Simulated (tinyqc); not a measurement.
Inside a calculation. Model: single-junction solar cell, detailed-balance limit.

Numbers from tinyqc (`OMP_NUM_THREADS=1 python tinyqc.py 2820122 2820123 out.jsonl`; about 0.01 s on one thread of a shared Intel Xeon 2.30GHz). Printed values are rounded.

Every photon above the gap Eg makes one pair and none below is absorbed; carriers thermalise at T and move without loss. Jsc = q fs X Phi(Eg, Ts); the dark current is J0 = q ge Phi(Eg, T)/ERE with the Boltzmann factor exp(V/Vt). The efficiency is the electrical power over fs X sigma Ts^4.

Parameters, values chosen for the exercise: cell temperature T = 320 K; temperature of the black-body sun Ts = 5500 K; share of the hemisphere filled by the sun fs = 2.16e-5; concentration X = 1000; external radiative efficiency ERE = 1; number of faces that emit ge = 2; band gap Eg = 1.63 eV.

Constants: q = 1.602176634e-19 C, kB = 1.380649e-23 J/K, h = 6.62607015e-34 J s, c = 299792458 m/s, Vt = kB T/q. Results are converted to the units shown.

Range of the model: Voc lies within a few Vt of the gap, where the Boltzmann form of the emission begins to fail.

## Photon flux of the source, term by term

Photon flux above E from a black body at temperature T into a hemisphere: Phi(E, T) = A sum_k exp(-k E/th)[E^2 th/k + 2 E th^2/k^2 + 2 th^3/k^3], k = 1, 2, ..., with th = kB T/q in eV and A = 2 pi q^3/(h^3 c^2). The first six terms at E = Eg, T = Ts are listed; the flux takes all.

th = 0.4739533 eV
A = 9.883290e22 cm^-2 s^-1 eV^-3
terms k = 1..6 (eV^3): 0.07074543  8.643919e-4  1.682280e-5  3.859783e-7  9.627492e-9  2.525512e-10
Phi(Eg, Ts) = 7.079109e21 cm^-2 s^-1

The first term, the Boltzmann limit, holds 98.8 % of the flux.

## Photocurrent, dark current and incident power

Photon flux above E from a black body at temperature T into a hemisphere: Phi(E, T) = A sum_k exp(-k E/th)[E^2 th/k + 2 E th^2/k^2 + 2 th^3/k^3], k = 1, 2, ..., with th = kB T/q in eV and A = 2 pi q^3/(h^3 c^2). Jsc = q fs X Phi(Eg, Ts), J0 = q ge Phi(Eg, T)/ERE. Pin = fs X sigma Ts^4, sigma = 2 pi^5 kB^4/(15 h^3 c^2).

Jsc = 24498.68 mA/cm^2
J0 = 5.115187e-20 mA/cm^2
Pin = 1.120769e5 mW/cm^2

## Iteration 1: maximum power point by Newton steps

v at the start = 54.53

With v = V/Vt the power is largest where f = (1 + v) exp(v) - 1 - Jsc/J0 vanishes; f' = (2 + v) exp(v), v(new) = v - f/f'.

f = 2.622687e25
f' = 2.718674e25
v after iteration 1 = 53.56531

## Iteration 2: maximum power point by Newton steps

As before.

f = 9.521833e24
f' = 1.018405e25
v after iteration 2 = 52.63033

## Course of the iteration: maximum power point by Newton steps

Stop when v changes by less than 1e-10, or after 40 iterations.

Course of the iteration:
```
iteration         v  |change|
1          53.56531     0.965
2          52.63033     0.935
3          51.77048     0.860
4          51.08156     0.689
5          50.69046     0.391
6          50.58838     0.102
7          50.58269   5.69e-3
8          50.58268   1.66e-5
9          50.58268  1.40e-10
10         50.58268         0
```

Converged in 10 iterations. At the end the number of correct digits about doubles with each step.

## Voltages, fill factor and efficiency

v = 50.58268

Voc = Vt ln(1 + Jsc/J0), Vmp = v Vt, Jmp = Jsc - J0 (exp(v) - 1), FF = Vmp Jmp/(Voc Jsc), efficiency Vmp Jmp/Pin.

Voc = 1.503576 V
Eg/q - Voc = 0.1264239 V
Vmp = 1.394841 V
Jmp = 24023.74 mA/cm^2
FF = 0.9096979
efficiency = 29.89848 %

All recombination is radiative here.
